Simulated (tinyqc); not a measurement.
Strain-driven roughening and islands of a mismatched epitaxial film: one step, computed by the program tinyqc.

Film and substrate share isotropic elastic constants; the film is coherent and biaxially strained.

Task: Which shape at the volume V. Shallow faceted island (Tersoff form): E = 4 Gam V^(2/3) tan^(1/3)(theta) - 6 c V tan(theta), Gam = gamma [x/sin(theta) - 1/tan(theta)], x the facet energy over gamma, c = stress^2 (1 - nu)/(2 pi G). The two energies cross at V_x^(1/3) = 4 [Gam_2 t2^(1/3) - Gam_1 t1^(1/3)]/(6 c (t2 - t1)), t = tan(theta); mu = dE/dV.

Inputs (values chosen for the exercise, modelled on GaN on AlN):

| quantity | value | unit |
|---|---|---|
| shear modulus G | 121 | GPa |
| Poisson ratio nu | 0.19 | - |
| surface energy gamma | 1.73 | J/m^2 |
| contact angle of the shallow shape theta_1 | 10.5 | degrees |
| contact angle of the steep shape theta_2 | 22.7 | degrees |
| facet energy of shape 1 over gamma | 1.001 | - |
| facet energy of shape 2 over gamma | 1.039 | - |
| island volume V | 310 | nm^3 |

stress = 8.461635 GPa

Gam of shape 2 = 0.5220937 J/m^2

Gam of shape 1 = 0.1684579 J/m^2

c = 0.07628310 GPa

Constants: e = 1.602176634e-19 C.

Give: E of shape 1; E of shape 2; crossing volume V_x; jump of mu at V_x, shape 2 less shape 1.

Result:

E of shape 1 = -54.30 eV

E of shape 2 = 76.07 eV

crossing volume V_x = 1347 nm^3

jump of mu at V_x, shape 2 less shape 1 = -35.54 MJ/m^3

At V the shallow shape is lower. At V_x the chemical potential drops, so islands that have turned steep grow at the cost of the shallow ones.
